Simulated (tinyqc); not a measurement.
Elastic strain and critical thickness of a cubic alloy layer A(1-x)B(x) on a thick substrate: one step, computed by the program tinyqc.

Strain is positive in tension. The layer is coherent with the substrate unless said otherwise.

Task: Isotropic constants and the prefactor A. Voigt averages: G = (C11 - C12 + 3 C44)/5, B = (C11 + 2 C12)/3, nu = (3 B - 2 G)/(2 (3 B + G)); b = a/sqrt(2). Edge dislocation with b in the interface: cos alpha = 0, cos lambda = 1. Matthews-Blakeslee: h_c = A [ln(h_c/b) + 1], A = b (1 - nu cos^2 alpha)/(8 pi |f| (1 + nu) cos lambda), the factor 8 pi being that of an uncapped layer.

Growth plane: (001). Layer: uncapped. Misfit dislocation: edge.

elastic constants (GPa): C11 131.4010, C12 57.1925, C44 68.3343

free lattice constant a = 5.52574 angstrom

misfit f = 0.02502108

Give: shear modulus G; Poisson ratio nu; Burgers vector b; prefactor A.

Result:

shear modulus G = 55.84228 GPa

Poisson ratio nu = 0.2223

Burgers vector b = 0.3907 nm

prefactor A = 0.5083 nm
